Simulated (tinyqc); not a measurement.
Surface potential of a MOS transistor: implicit equation and explicit approximations: two steps of the calculation.

p-type body, charge-sheet picture, depletion and inversion only, full ionisation (an idealisation for deep acceptors), Boltzmann statistics (rough once Na exp(x - xn) passes about Nc/7). In units of Vt: xg = (Vg - Vfb)/Vt, x = psi/Vt, G = gamma/sqrt(Vt), xn = (2 phiF + Vc)/Vt. The implicit equation is (xg - x)^2 = G^2 [x - 1 + exp(x - xn)] for x above about 3. Cox = eps0 eox/tox.

Task 1. Explicit approximation. Depletion value a = 1 + [sqrt(G^2/4 + xg - 1) - G/2]^2; inversion value b = xn + ln[(xg - xn)^2/G^2 - xn + 1] and first guess y = min(a, b) - ln(1 + exp(-|a - b|)) if a > xn + 1, else b = y = a; one second-order correction with D = exp(y - xn), p = 2 (xg - y) + G^2 (1 + D), w = (xg - y)^2 - G^2 (y - 1 + D): z = y + 2 w/(p + sqrt(p^2 - 2 (2 - G^2 D) w)), or the Newton step z = y + w/p where the root is not real.

G = 5.3138602
xn = 32.481997
xg = 93.609780

Find: a; b; y; p; w; z.

Result 1.

a = 54.68
b = 37.10
y = 37.10
p = 2989
w = -673.0
z = 36.84

The root of the implicit equation is x = 36.8423; y misses it by 0.25 and z by -0.0032, in units of Vt.

Task 2. New x. D = exp(x - xn), f = (xg - x)^2 - G^2 (x - 1 + D), f' = -2 (xg - x) - G^2 (1 + D), x(new) = x - f/f'.

x at the start = 37.1
G = 5.3138602
xn = 32.481997
xg = 93.609780

Give: D; f; f'; x after iteration 1.

Result 2.

D = 101.29
f = -686.19
f' = -3001.4
x after iteration 1 = 36.871

Numbers from tinyqc (`OMP_NUM_THREADS=1 python tinyqc.py 2122073 2122074 out.jsonl`; about 0.01 s on one thread of a shared Intel Xeon 2.30GHz).
